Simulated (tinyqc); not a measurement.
Changing the log10 of the dissolved activity a: potential-pH (Pourbaix) lines of a metal, its cation, its oxide and an oxyanion, with a complexing ligand. Computed by tinyqc, a small Python program. Command: `OMP_NUM_THREADS=1 python tinyqc.py 3002454 3002455 out.jsonl pourb sweep`. One thread of a shared host (Intel(R) Xeon(R) Processor @ 2.30GHz), about 0.01 s of CPU time with the checks.

Potentials are against the standard hydrogen electrode; solids and water have unit activity; dG_f of M, H+ and the electron is zero; F = e N_A and s = R T ln(10)/F. The cation carries z = 2.

Inputs (values chosen for the exercise, modelled on copper):
```
quantity                value    unit
dG_f of the cation      65.41  kJ/mol
dG_f of the oxide      -129.5  kJ/mol
dG_f of the oxyanion  -207.15  kJ/mol
dG_f of water         -237.14  kJ/mol
temperature T          298.15       K
pH                        2.8       -
potential E              0.75       V
```

Species: M, M2+, MO, MO2(2-).

Constants: R = 8.314462618 J/(mol K); e = 1.602176634e-19 C; N_A = 6.02214076e+23 1/mol.

Method:
- M2+ + 2e = M; MO + 2H+ + 2e = M + H2O; MO2(2-) + 4H+ + 2e = M + 2H2O. For each, E0 = -dG/(z F), and E = E0 + (s/z) log10 a - (s n_H/z) pH, with no activity term for the oxide.
- Two oxidised species coexist where their lines against the metal cross: pH1 (cation/oxide) = [E0(oxide) - E0(cation)]/s - (log10 a)/z; pH2 (oxide/oxyanion) = {[E0(oxyanion) - E0(oxide)]/s + (log10 a)/z}/(4/z - 1).
- The metal is stable below the lowest of the three lines; above it, the species of the lowest line is stable. Water lines at 1 bar: hydrogen E = -s pH, oxygen E = -dG_f(water)/(2F) - s pH.

One run for each value:
```
log10 of the dissolved activity a    pH1    pH2  width of the oxide field, pH2 - pH1  upper limit of immunity (V)
-8                                 7.699   9.97                                2.272                       0.1023
-7                                 7.199  10.47                                3.272                       0.1319
-6                                 6.699  10.97                                4.272                       0.1615
-5                                 6.199  11.47                                5.272                       0.1911
-4                                 5.699  11.97                                6.272                       0.2206
-3                                 5.199  12.47                                7.272                       0.2502
-2                                 4.699  12.97                                8.272                       0.2798
-1                                 4.199  13.47                                9.272                       0.3094
```

What does the table show?

Over the rows, pH1 falls from 7.70 to 4.20; pH2 rises from 9.97 to 13.5; width of the oxide field, pH2 - pH1 rises from 2.27 to 9.27.

Caution (all rows): other oxidation states, hydroxides and hydrides are left out, and the lines say nothing of rates.

Extremes, crossings and ranges named in words are read from the listed rows.
